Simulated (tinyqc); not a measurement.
Read current of a NAND string, cells in series solved by shooting: one step of the calculation.

Cells in series, numbered from 0 at the source line (0 V) to the bit line, each followed by a gap resistance Rg. A cell with gate Vg, threshold VT, source Vs and drain Vd passes I = 2 nf K Vt^2 [F(Vs) - F(Vd)]/(1 + th max(Vg - VT, 0)), F(V) = ln^2(1 + exp((Vg - VT - nf V)/(2 nf Vt))). The selected cell has Vg = Vr, the others Vg = Vp.

Task. Node voltages for a trial current. For a trial current I start at 0 V and, cell by cell (the selected one is cell 1), solve for the drain: sqrt(F(Vd)) = sqrt(F(Vs) - I/k), k = 2 nf K Vt^2/(1 + th max(Vg - VT, 0)), Vd = [Vg - VT - 2 nf Vt ln(exp(sqrt F) - 1)]/nf, then add I Rg.

Inputs (values chosen for the exercise); values of the order met in vertical NAND strings: temperature T = 358 K; gain factor of a cell K = 4.8 uA/V^2; slope factor nf = 1.8; mobility reduction factor th = 0.06 1/V; resistance of the gap between cells Rg = 20 kohm; bit-line voltage Vbl = 0.4 V; pass voltage Vp = 7.6 V; read voltage on the selected word line Vr = 4.07 V.

Constants: q = 1.602176634e-19 C, kB = 1.380649e-23 J/K, Vt = kB T/q. Results are converted to the units shown.

second trial current = 0.87 uA
thresholds from the source end, cell 0 to 4 (V): [-0.9, 2.2, -0.9, 4.1, -0.9]

Give: node voltage after each cell and gap, trial 2.

Result.

node voltage after each cell and gap, trial 2, cell 0 to 4 (V): [0.04971, 0.1877, 0.2387, 0.3291, 0.3813]

Numbers from tinyqc (`OMP_NUM_THREADS=1 python tinyqc.py 2142029 2142030 out.jsonl`; about 0.4 s on one thread of a shared Intel Xeon 2.30GHz).
